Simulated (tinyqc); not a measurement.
# Changing the planarisation length

Model: chemical-mechanical planarisation: Preston law, pattern density and step-height reduction. Computed by tinyqc, a small Python program. Command: `OMP_NUM_THREADS=1 python tinyqc.py 3007159 3007160 out.jsonl cmp sweep`. One thread of a shared host (Intel(R) Xeon(R) Processor @ 2.30GHz), about 0.01 s of CPU time with the checks.

A row of 12 cells, repeated periodically, holds raised features that cover a share rho of each cell.

Inputs (values chosen for the exercise, close to those used for oxide polishing): Preston coefficient K = 4.4e-14 1/Pa; pressure P = 13 kPa; platen and carrier speed = 93 rpm; distance between the centres = 19 cm; initial step height h0 = 150 nm; contact height h_c = 47 nm; film above the raised areas z0 = 280 nm; cell size = 1.6 mm; polish time t = 130 s.

local pattern densities, cell by cell: [0.3, 0.8, 0.4, 0.2, 0.2, 0.1, 0.6, 0.2, 0.7, 0.5, 0.7, 0.2]

Method:
- With equal rotation speeds the relative speed is uniform, v = omega r_c; Preston rate R0 = K P v.
- The stiff pad averages the density: rho_eff(i) = sum_j w_ij rho_j / sum_j w_ij, w = exp(-2 d^2/L^2), L the planarisation length and d the distance between cell centres, summed over all periodic images of cell j.
- While h > h_c only raised areas polish, at R0/rho_eff, until t_c = rho_eff (h0 - h_c)/R0. After that h = h_c exp(-(t - t_c)/tau), tau = rho_eff h_c/R0; low areas polish at R0 (1 - h/h_c) and raised areas at R0 [1 + (1 - rho_eff) h/(rho_eff h_c)]. Removed from raised areas after t_c: h0 - h_c + R0 (t - t_c) + (1 - rho_eff)(h_c - h); from low areas: R0 (t - t_c) - rho_eff (h_c - h). Film left = z0 less the removal from raised areas.

One run for each value; columns: (1) planarisation length (mm); (2) range of film left across the row (nm); (3) largest remaining step (nm); (4) thinnest film left (nm):
```
(1)      (2)     (3)     (4)
0.48  107.17  10.828   7.404
0.70  107.16  10.827   7.407
1.00  105.84  10.567   7.936
1.50   87.84   7.342  15.076
2.10   67.02   3.791  20.078
3.10   55.01   2.407  23.492
4.50   40.04   1.552  31.488
6.60   24.63   0.951  40.353
9.60   12.57   0.617  47.475
```

Over the rows, range of film left across the row (nm) falls from 107 to 12.6; largest remaining step (nm) falls from 10.8 to 0.617 (exponent d ln y / d ln x -3.2e-4 between the first rows and -1.2 between the last); thinnest film left (nm) rises from 7.40 to 47.5 (exponent d ln y / d ln x 9.3e-4 between the first rows and 0.43 between the last). A long planarisation length makes every cell see the mean density.

Extremes, crossings and ranges named in words are read from the listed rows.
